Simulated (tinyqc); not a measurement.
Conduction-band offset of an n-N heterojunction from carrier-profile moments: two steps of the calculation.

Layer 1 (x < 0) accumulates electrons and layer 2 (x > 0) is depleted. Boltzmann statistics. The bands bend down by V1 in layer 1 and up by V2 in layer 2, with V1 + V2 = VD = dE + Vt ln[(N2/Nc2)/(N1/Nc1)].

Values chosen for this exercise; values of the order of III-V alloys:

| symbol | value | unit | meaning |
|---|---|---|---|
| T | 350 | K | temperature |
| eps_r | 11.8 |  | relative permittivity of both layers |
| Nc1 | 7.8e17 | cm^-3 | density of states of the narrow-gap layer 1 |
| Nc2 | 6.9e17 | cm^-3 | density of states of the wide-gap layer 2 |
| dE | 0.15 | eV | conduction-band offset |
| N1 | 2.6e16 | cm^-3 | donor density in layer 1 |
| N2 | 2.6e16 | cm^-3 | donor density in layer 2 |
| si | 0 | cm^-2 | fixed charge at the interface |

Constants: q = 1.602176634e-19 C, kB = 1.380649e-23 J/K, Vt = kB T/q, eps0 = 8.8541878128e-14 F/cm where lengths are in cm. Results are converted to the units shown.

Question 1. Division of the diffusion potential. Sheet densities from the first integral: Q1 = sqrt((2 eps0 eps_r Vt N1/q)(exp(u1) - u1 - 1)) extra electrons, Q2 = sqrt((2 eps0 eps_r Vt N2/q)(exp(-u2) + u2 - 1)) missing ones, u = V/Vt; neutrality Q1 = Q2 + si. Q1 - Q2 rises steadily with V1, so V1 follows by bisection.

Wanted: VD; V1; V2; Q1; n at x = 0-; n at x = 0+.

Answer 1.

VD = 0.15370 V
V1 = 0.049300 V
V2 = 0.10440 V
Q1 = 1.5967e11 cm^-2
n at x = 0- = 1.3331e17 cm^-3
n at x = 0+ = 8.1605e14 cm^-3

n drops across the interface by 163 = (Nc1/Nc2) exp(dE/Vt).

Question 2. Offset from the moments. A C-V profile smears n(x) but keeps its zeroth and first moments: si = -int (N - n) dx, VD = (q/(eps0 eps_r)) int (N - n) x dx, dE = VD - Vt ln[(N2/Nc2)/(N1/Nc1)]. Use the trapezoidal rule on each side.

```
left point  -x (nm)  n in layer 1 (cm^-3)
0                 0            1.33311e17
1             0.636            1.26740e17
2              3.86            1.01023e17
3              11.1            6.92822e16
4              23.4            4.67674e16
5              41.8            3.46091e16
6              67.1            2.90441e16
7               100            2.68735e16
8               142            2.61864e16
9               193            2.60291e16
```

```
right point  x (nm)  n in layer 2 (cm^-3)
0                 0            8.16049e14
1              14.6            2.33433e15
2              35.9            6.89693e15
3              60.9            1.42272e16
4              88.5            2.05549e16
5               118            2.39418e16
6               150            2.53325e16
7               183            2.57965e16
8               218            2.59428e16
9               254            2.59845e16
```

Find: si; VD; dE.

Answer 2.

si = 7.1363e9 cm^-2
VD = 0.15249 V
dE = 0.14879 eV

On these few points dE comes out -1.2 meV from the true 0.15 eV, and si misses by 7.1e9 cm^-2, 4.5 % of Q1.

Program tinyqc, `OMP_NUM_THREADS=1 python tinyqc.py 2410113 2410114 out.jsonl`; Intel Xeon 2.30GHz, shared host, one thread, about 0.1 s.
